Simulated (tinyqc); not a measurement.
# From energy lost to nuclei nu back to ion energy E

Model: ion implantation: universal nuclear stopping, Lindhard-Scharff electronic stopping and a Gaussian range profile. Computed by tinyqc, a small Python program. Command: `OMP_NUM_THREADS=1 python tinyqc.py 3007402 3007403 out.jsonl implant inv`. One thread of a shared host (Intel(R) Xeon(R) Processor @ 2.30GHz), about 0.3 s of CPU time with the checks.

An ion slows by elastic collisions with screened nuclei and by friction with electrons; channelling is ignored and the target is uniform.

Inputs (values chosen for the exercise, modelled on fluorine ions in aluminium): ion atomic number Z1 = 9; ion mass M1 = 19 u; target atomic number Z2 = 13; target mass M2 = 26.98 u; target density N = 60.2 1/nm^3; scale factor of electronic stopping k = 0.91.

Method:
- Reduced energy eps = 32.53 M2 E/(Z1 Z2 (M1 + M2)(Z1^0.23 + Z2^0.23)), E in keV; s_n = ln(1 + 1.1383 eps)/(2 (eps + 0.01321 eps^0.21226 + 0.19593 eps^0.5)) for eps up to 30 and ln(eps)/(2 eps) above; S_n = 8.462 Z1 Z2 M1 s_n/((M1 + M2)(Z1^0.23 + Z2^0.23)) in 1e-15 eV cm^2.
- S_e = k 3.83 Z1^(7/6) Z2/(Z1^(2/3) + Z2^(2/3))^(3/2) sqrt(E/M1) in 1e-15 eV cm^2, E in keV.
- Path length R = int_0^E dE'/(N (S_n + S_e)); energy lost to nuclei nu = int_0^E S_n/(S_n + S_e) dE' (both with E' = E y^3 and 64 Gauss-Legendre points in y).
- Estimates of Lindhard type: R_p = R/(1 + M2/(3 M1)), straggle dR_p = (2/3) R_p sqrt(M1 M2)/(M1 + M2).

Task: A run gave the result below. Find the ion energy E, known to lie between 100 and 230 keV.

energy lost to nuclei nu = 58.23686 keV

Result:

Each step takes the trial c = (a f_b - b f_a)/(f_b - f_a), f being the result less the target and a, b, c the logarithms of the listed values; c replaces end b, the old b replaces a if the sign of f changed, and otherwise f_a is halved.

Scan of the range:
```
ion energy E (keV)  energy lost to nuclei nu (keV)
100                                        51.8425
115                                        56.5168
132                                        61.3116
152                                        66.3828
174                                        71.3736
200                                        76.6236
230                                        81.9751
```

False position (Illinois rule, in the logarithm of the input) inside the bracket:
```
step    end a    end b    trial  energy lost to nuclei nu (keV)
1     115.000  132.000  120.831                         58.2170
2     132.000  120.831  120.899                         58.2366
3     132.000  120.899  120.901                         58.2371
4     120.899  120.901  120.900                         58.2369
```

Energy lost to nuclei nu rises at every point of a 13-point scan of the range (every second point is shown), so one value fits; it is bracketed by 115 and 132. Answer: ion energy E = 120.9 keV.

Caution: the estimates of R_p and dR_p assume mainly nuclear stopping and an ion not much lighter than the target; here they are rough, and for light ions in heavy targets the straggle can be low by a factor of two or more.
